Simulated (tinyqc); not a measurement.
Inside a calculation. Model: solid solubility of a dopant against its melt (retrograde solidus), clustering and the electrically active fraction. Computed by tinyqc, a small Python program that keeps every step. Command: `OMP_NUM_THREADS=1 python tinyqc.py 3001659 3001660 out.jsonl retro walk`. One thread of a shared host (Intel(R) Xeon(R) Processor @ 2.30GHz), about 0.01 s of CPU time with the checks. Intermediate numbers are printed to about 5 digits and carried at full precision; extremes and crossings named in words are read from the listed rows.

Inputs (values chosen for the exercise, for a model dopant):
```
quantity                                       value            unit
melting point of the host T_m                   1687               K
heat of melting of the host H_f                 50.2          kJ/mol
interaction L of the melt                         10          kJ/mol
enthalpy of transfer from melt to solid H      0.976              eV
entropy of transfer S                          -1.03             k_B
site density N0                                5e+22          1/cm^3
temperature T                                   1420               K
total dopant density N_t                     1.9e+21          1/cm^3
atoms per cluster m                                2               -
cluster scale N* at 1273 K                   3.8e+20          1/cm^3
activation energy E_b of the cluster scale      0.35              eV
anneal temperature T_a                          1250               K
prefactor of n_i                            3.85e+16  1/(cm^3 K^1.5)
energy E_i in n_i                              0.602              eV
mobility mu                                       40      cm^2/(V s)
```

Clustering: clusters that take up free electrons.

Constants: R = 8.314462618 J/(mol K); k_B = 8.617333262e-05 eV/K; e = 1.602176634e-19 C; N_A = 6.02214076e+23 1/mol.

## Liquidus and solidus at T

x_l and x_s are atom fractions of the dopant in melt and solid; the solid is dilute. Liquidus of the host: R T ln(1 - x_l) + L x_l^2 = -H_f (1 - T/T_m). Distribution: k = x_s/x_l = exp[L (1 - x_l)^2/(R T)] exp(S/k_B - H/(k_B T)), the first factor being the activity coefficient in the melt. Solubility = x_s N0; at T_m x_l = 0.

x_l = 0.63895

distribution coefficient k = 1.3698e-04

x_s = 8.7525e-05

solubility = 4.3763e+18 1/cm^3

k at the melting point = 8.8426e-04

k has changed by a factor 0.15 from its value at T_m, while x_l has grown from 0 to 0.639.

## The retrograde maximum

The largest x_s N0 between 900 K and T_m. For an ideal melt with constant heats the maximum has x_l = H_f/(H + H_f), H in the same units.

temperature of the maximum = 1537.2 K

largest solubility = 5.6266e+18 1/cm^3

x_l there = 0.36375

ideal-melt value H_f/(H + H_f) = 0.34772

The maximum lies 150 K below T_m: above it the melt runs out of dopant, below it k falls as exp(-H/(k_B T)).

## The solidus

The formulas are those given above.

Against temperature:
```
T (K)      x_l           k  solubility (1/cm^3)  over the maximum
1000   0.97258  4.3077e-06           2.0948e+17           0.03723
1100   0.94411  1.2092e-05           5.7082e+17           0.10145
1200   0.89519  2.8737e-05           1.2863e+18           0.22860
1300   0.81307  6.0674e-05           2.4666e+18           0.43839
1400   0.67561  1.1981e-04           4.0472e+18           0.71931
1500   0.45969  2.3720e-04           5.4520e+18           0.96897
1580   0.25238  4.2100e-04           5.3125e+18           0.94418
1640   0.10471  6.4370e-04           3.3701e+18           0.59896
1675   0.02578  8.1665e-04           1.0526e+18           0.18708
```

Between the first rows the Arrhenius energy of the solubility is 0.95 eV, against H = 0.976 eV; it shrinks to zero at 1537 K and turns negative beyond. A crystal saturated at the maximum precipitates dopant-rich liquid on cooling and on heating alike. Below a eutectic or compound temperature another phase would set the limit.

## Active fraction after the anneal

A highly soluble donor (another dopant than that of the solidus) is limited by clustering. Donors N_a are active, and clusters hold m atoms each: N_t = N_a + m C, m C = N* (N_a/N*)^m (n/N*)^m, each atom taking one electron, n = N_a/2 + sqrt(N_a^2/4 + n_i^2), n_i = prefactor x T^1.5 exp(-E_i/(k_B T)), with N*(T) = N*(1273 K) exp[-(E_b/k_B)(1/T - 1/1273)]. Resistivity = 1/(e mu N_a).

N*(T_a) = 3.5833e+20 1/cm^3

active density N_a = 5.0344e+20 1/cm^3

active fraction = 0.26497

resistivity = 0.30994 milliohm cm

Doubling the dose would raise N_a by only 23 %. Caution: this clustering law is a generic form; degeneracy and a doping-dependent mobility are left out.

## Active against total

A highly soluble donor (another dopant than that of the solidus) is limited by clustering. Donors N_a are active, and clusters hold m atoms each: N_t = N_a + m C, m C = N* (N_a/N*)^m (n/N*)^m, each atom taking one electron, n = N_a/2 + sqrt(N_a^2/4 + n_i^2), n_i = prefactor x T^1.5 exp(-E_i/(k_B T)), with N*(T) = N*(1273 K) exp[-(E_b/k_B)(1/T - 1/1273)].

Active density (1/cm^3):
```
N_t (1/cm^3)  N_a at T_a  fraction  N_a at T_a + 150 K  N_a at T_a - 150 K
1.00e+19      9.9996e+18   0.99996          9.9997e+18          9.9991e+18
3.00e+19      2.9981e+19   0.99936          2.9991e+19          2.9933e+19
1.00e+20      9.7980e+19   0.97980          9.9230e+19          9.3670e+19
2.00e+20      1.7808e+20   0.89042          1.8994e+20          1.5391e+20
5.00e+20      3.0694e+20   0.61387          3.6455e+20          2.3772e+20
1.00e+21      4.0647e+20   0.40647          5.0436e+20          3.0347e+20
2.00e+21      5.1153e+20   0.25576          6.4824e+20          3.7506e+20
5.00e+21      6.6814e+20   0.13363          8.5776e+20          4.8425e+20
```

The exponent d ln N_a/d ln N_t falls from 1.00 to 0.29, towards 1/(2m) = 0.250. At the highest dose a 150 K hotter anneal gives 1.28 times the active density, and a later step 150 K cooler would cut it to 0.72 if it ran to equilibrium: short hot anneals come last.

Checks made by the program: the ideal-melt maximum (relative difference 5e-08).
